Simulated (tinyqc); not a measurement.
From results back to parameters: two-level Kane dispersion of a narrow-gap semiconductor. Three cases, with inputs chosen for the exercise.

Problem. In the two-level Kane model E = Eg/2 + sqrt(Eg^2/4 + (2/3) Ep c k^2), c = hbar^2/2m0, and the momentum mass is m(k) = (3/(2 Ep)) sqrt(Eg^2 + (8/3) Ep c k^2). It is given at the Fermi wave vectors kF = (3 pi^2 n)^(1/3) of two densities (1 cm^-3 = 1e-24 angstrom^-3).

Constants: hbar^2/2m0 = 3.80998211 eV angstrom^2.

Case 1.

Values chosen (out of a larger set: near those of InAs; not measured data): n12 = (4.8e+15, 2e+18) cm^-3 (two densities).

masses at the two densities (m0): 0.02903784  0.04929098

Case 2.

Values chosen (out of a larger set: near those of GaSb; not measured data): n12 = (1.7e+16, 2.3e+17) cm^-3 (two densities).

masses at the two densities (m0): 0.04313871  0.04585424

Case 3.

Values chosen (out of a larger set: a gap close to zero; not measured data): n12 = (1.4e+16, 4.4e+17) cm^-3 (two densities).

masses at the two densities (m0): 0.00863790  0.02626913

Find: kF^2; Ep; edge mass; |Eg|.

Solution. m^2 = m0*^2 + (6 c/Ep) kF^2 is a straight line in kF^2: the slope gives Ep, the intercept the edge mass, and |Eg| = (2/3) Ep m0*. The sign of Eg does not enter. The two-level form takes Dso as infinite, which overstates the mass where Dso is not large against Eg.

Case 1.

kF^2 (1/angstrom^2): 2.7234e-05  0.0015193

Ep = 21.5 eV
edge mass = 0.02853 m0
|Eg| = 0.409 eV

Case 2.

kF^2 (1/angstrom^2): 6.3277e-05  0.00035928

Ep = 28.0 eV
edge mass = 0.04254 m0
|Eg| = 0.794 eV

Case 3.

kF^2 (1/angstrom^2): 5.5595e-05  0.00055367

Ep = 18.5 eV
edge mass = 0.00243 m0
|Eg| = 0.030 eV

Computed by tinyqc, one run a case: `OMP_NUM_THREADS=1 python tinyqc.py N N+1 out.jsonl` with N = 1051215, 1051223, 1051235; one thread of a shared Intel(R) Xeon(R) Processor @ 2.30GHz, about 0.01 s a run at most.
